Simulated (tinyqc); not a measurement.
From results back to parameters: one-oscillator model of a band gap. Two cases, with inputs chosen for the exercise.

Problem. A gap follows E(T) = E0 - s1 t1/(exp(t1/T) - 1) with the zero-point term ZP = s1 t1/2, which scales as M^(-1/2). The shift of E0 on going from M to M + dM and the limiting slope at high T are given.

Case 1.

Values chosen (out of a larger set: near those of Ge; not measured data): M = 72.66 u (mean atomic mass); dM = 3.87 u (change of the mean mass (not bounded by the natural isotopes)).

shift of E0 = 1.129728 meV
limiting slope s1 = 0.377 meV/K

Case 2.

Values chosen (out of a larger set: near those of Ge; not measured data): M = 72.62 u (mean atomic mass); dM = -4.54 u (change of the mean mass (not bounded by the natural isotopes)).

shift of E0 = -1.423739 meV
limiting slope s1 = 0.400 meV/K

Find: sqrt(M/(M + dM)); ZP; t1.

Solution. The shift is ZP (1 - sqrt(M/(M + dM))); then t1 = 2 ZP/s1.

Case 1.

sqrt(M/(M + dM)) = 0.974388
ZP = 44.11 meV
t1 = 234 K

Case 2.

sqrt(M/(M + dM)) = 1.032805
ZP = 43.40 meV
t1 = 217 K

Computed by tinyqc, one run a case: `OMP_NUM_THREADS=1 python tinyqc.py N N+1 out.jsonl` with N = 1880427, 1880433; one thread of a shared Intel(R) Xeon(R) Processor @ 2.30GHz, about 0.01 s a run at most.
